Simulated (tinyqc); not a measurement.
# Rectangular fin or nanosheet with a gate all round, subbands and threshold shift from confinement: two studies

Undoped body with a flat potential across it, hard walls, transport along x. Three valley pairs (g = 2 each) with the longitudinal mass along x, y or z. Non-parabolicity enters the subband edges through E (1 + al E) = gamma, so E = 2 gamma/(1 + sqrt(1 + 4 al gamma)); motion within a subband is taken as parabolic with the band-edge mass. Energies are counted from the bulk band edge.

Values chosen for this exercise; masses close to those of silicon: temperature T = 300 K; longitudinal mass ml = 0.923 m0; transverse mass mt = 0.193 m0; non-parabolicity al = 0.5 1/eV; width (along y) t = 5.8 nm; widening of the box by penetration into the insulator dl = 0.2 nm; gate capacitance per area of interface Cg = 2.9 uF/cm^2; height (along z) H = 8.7 nm.

Constants: q = 1.602176634e-19 C, kB = 1.380649e-23 J/K, hbar = 1.054571817e-34 J s, m0 = 9.1093837015e-31 kg, Vt = kB T/q, hbar^2/(2 m0) = 0.0380998212 eV nm^2. Results are converted to the units shown.

Each table varies one quantity; the others keep the values above.

## Confinement against the width

gamma = C pi^2 [a^2/(my (t + dl)^2) + b^2/(mz (H + dl)^2)], C = hbar^2/(2 m0). Each subband has N_k = g sqrt(2 mx m0 kB T/(pi hbar^2)); without degeneracy n = exp(EF/Vt) sum N_k exp(-E_k/Vt). Classical value Nc times t H, Nc = sum over valleys of 2 g (m m0 kB T/(2 pi hbar^2))^1.5 with m = (mx my mz)^(1/3). Threshold shift dVT = Vt ln(classical value/sum N_k exp(-E_k/Vt)). With degeneracy n = sum N_k F((EF - E_k)/Vt), F(x) = (1/sqrt(pi)) int_0^infinity u^(-1/2) du/(1 + exp(u - x)); gate: Vg = EF + q n/(Cg P), P = 2 (t + H), summed over the 60 lowest subbands at most, with Vg counted from the value that would put EF at the bulk band edge of an empty body. The last two columns are for Vg = 0.7 V; sensitivity d(dVT)/dt by central differences between 0.99 and 1.01 times the value.

Results:
```
t (nm)  E_1 (meV)  gap to the next edge (meV)  dVT (mV)  sensitivity (mV/nm)  n/P (cm^-2)  share of the lowest subband (%)
2           103.4                       64.96     105.8               -56.23     8.460e12                            55.77
3.6         51.49                       67.98     64.95               -13.96     1.022e13                            31.44
4.7         40.74                       42.12     51.31               -10.76     1.079e13                            23.16
6.3         33.67                       16.33     38.26               -5.833     1.118e13                            17.23
8.4         29.67                       1.340     29.94               -2.631     1.143e13                            13.06
11          20.47                       7.002     25.16               -1.282     1.161e13                            11.01
15          13.49                       12.54     21.65              -0.6020     1.177e13                            8.810
20          9.869                       14.09     19.49              -0.3114     1.188e13                            6.972
```

Estimate the missing row, t = 2.7 nm.

Computed row:
```
t (nm)  E_1 (meV)  gap to the next edge (meV)  dVT (mV)  sensitivity (mV/nm)  n/P (cm^-2)  share of the lowest subband (%)
2.7         70.55                       66.84     80.39               -23.23     9.331e12                            44.30
```

With this row back in the table: As t grows from 2 to 20 nm, E_1 falls from 103 to 9.87 meV and dVT falls from 106 to 19.5 mV. E_1 goes as t^(-1.27) at the thin end; a thickness error of 0.2 nm moves the threshold by 11 mV in the first row and 0.062 mV in the last. The charge per interface area rises from 8.46e12 to 1.19e13 cm^-2. For t = 2, 2.7 the body is too thin for bulk effective masses to be reliable. In every row the charge in the last two columns would bend the potential across the body by some 30 mV or more, which is left out.

## Charge and subband filling against gate voltage

Same model as above.

Each subband has N_k = g sqrt(2 mx m0 kB T/(pi hbar^2)). Cq = q dn/dEF.

Charge and subband filling against gate voltage:
```
Vg (V)  EF - E_1 (eV)  n (cm^-1)  n/P (cm^-2)  share of the lowest subband (%)  Cq/(Cg P)  total C/(Cg P)
-0.11         -0.1460    3.898e4     1.344e10                            36.80    0.02868         0.02788
0.01         -0.05212    1.408e6     4.856e11                            35.33     0.9918          0.4979
0.14         -0.01060    6.053e6     2.087e12                            31.03      3.756          0.7898
0.27          0.01097    1.174e7     4.050e12                            26.97      6.429          0.8654
0.39          0.02516    1.730e7     5.965e12                            23.96      8.521          0.8950
0.52          0.03758    2.347e7     8.093e12                            21.38      10.40          0.9123
0.64          0.04747    2.925e7     1.009e13                            19.48      11.85          0.9222
0.77          0.05708    3.557e7     1.227e13                            17.80      13.17          0.9295
0.89          0.06524    4.144e7     1.429e13                            16.51      14.23          0.9343
```

Read the table: what changes, and by how much?

EF passes E_1 = 0.0353 eV at Vg = 0.197 V. The share of the lowest subband falls from 36.8 to 16.5 % and the total capacitance rises from 0.0279 to 0.934 of Cg P. Between the last two rows 6.8 % of the added gate voltage goes into raising EF. For Vg = 0.14, 0.27, 0.39, 0.52, 0.64, 0.77, 0.89 the charge would bend the potential across the body by some 30 mV or more, which is left out.

Computed by the program tinyqc: `OMP_NUM_THREADS=1 python tinyqc.py 2350131 2350132 out.jsonl`, one thread of a shared Intel Xeon 2.30GHz, about 0.3 s for the whole run.
